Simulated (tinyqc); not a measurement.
# Bloch-Grueneisen resistivity of a metal, step by step

A worked calculation. Computed by tinyqc, a small Python program that keeps every step. Command: `OMP_NUM_THREADS=1 python tinyqc.py 3015507 3015508 out.jsonl bg walk`. One thread of a shared host (Intel(R) Xeon(R) Processor @ 2.30GHz), about 0.01 s of CPU time with the checks. Intermediate numbers are printed to about 6 digits and carried at full precision; extremes and crossings named in words are read from the listed rows.

Electrons scatter from a Debye spectrum of phonons (n = 5 for scattering within one band, n = 3 for scattering into a second, heavy band) and from static defects.

Inputs (values chosen for the exercise, modelled on platinum): exponent n = 5; Debye temperature Theta = 217 K; transport coupling lambda_tr = 0.45; Drude plasma energy hbar w_p = 6.8 eV; residual resistivity rho_0 = 0.094 microohm cm; temperature T = 373 K; coefficient A of T^2 = 0.6 picoohm cm/K^2.

Addition: T^2 term.

Constants: k_B = 1.380649e-23 J/K; hbar = 1.054571817e-34 J s; eps_0 = 8.8541878128e-12 F/m; hbar = 6.582119569e-16 eV s; k_B = 8.617333262e-05 eV/K.

## Scale of the phonon resistivity

rho_ph = (n - 1) rho_1 (T/Theta)^n J_n(Theta/T), with rho_1 = 2 pi lambda_tr k_B Theta/(hbar eps_0 w_p^2), the high-temperature line at T = Theta.

rho_1 = 8.50010 microohm cm

## The integral and the phonon part

J_n(y) = int_0^y x^n e^x/(e^x - 1)^2 dx, by 96 Gauss-Legendre points (upper limit at most 60).

Theta/T = 0.581769

J_n = 0.0281063

phonon resistivity rho_ph = 14.3395 microohm cm

This is 98.1 % of the straight line rho_1 T/Theta.

## Total resistivity and derived numbers

rho = rho_0 + A T^2 + rho_ph. Temperature coefficient (1/rho) d rho/dT by a central difference of +/- 0.5 K; residual ratio rho(295 K)/rho(4.2 K); scattering time tau = 1/(eps_0 w_p^2 rho); Wiedemann-Franz kappa = L_0 T/rho, L_0 = (pi^2/3)(k_B/e)^2.

resistivity rho = 14.5170 microohm cm

temperature coefficient = 2.77796 1e-3/K

residual resistance ratio = 120.836

scattering time = 7.28935 fs

Wiedemann-Franz conductivity = 62.7707 W/(m K)

The coefficient is 1.04 times 1/T.

## Limits of the phonon part

Low T: (n - 1) n! zeta(n) rho_1 (T/Theta)^n. High T: rho_1 (T/Theta) [1 - (n - 1)/(12 (n + 1)) (Theta/T)^2].

Resistivities (microohm cm):
```
T (K)       rho_ph    low-T law  straight line  line with correction  total rho
6.5    1.02019e-04  1.02019e-04         0.2546                     -     0.0941
11.0   1.41593e-03  1.41605e-03         0.4309                     -     0.0955
17.0   1.23336e-02  1.24842e-02         0.6659                     -     0.1065
26.0   8.81900e-02  1.04468e-01         1.0184                     -     0.1826
43.0   5.32436e-01  1.29258e+00         1.6844                     -     0.6275
76.0   1.95484e+00  2.22938e+01         2.9770                1.6287     2.0523
110.0  3.49811e+00  1.41605e+02         4.3088                3.3772     3.5994
170.0  6.09129e+00  1.24842e+03         6.6591                6.0563     6.2026
260.0  9.80040e+00  1.04468e+04        10.1845                9.7903     9.9350
430.0  1.66075e+01  1.29258e+05        16.8435               16.6052    16.8124
```

The low-T law holds to 10 % up to 17 K, the straight line from 170 K on. The local exponent of rho_ph falls from 5.00 to 1.05. Phonons overtake the residual resistivity between 26.0 and 43.0 K.

Checks made by the program: J_n at large argument against n! zeta(n) (relative difference below 1e-10).
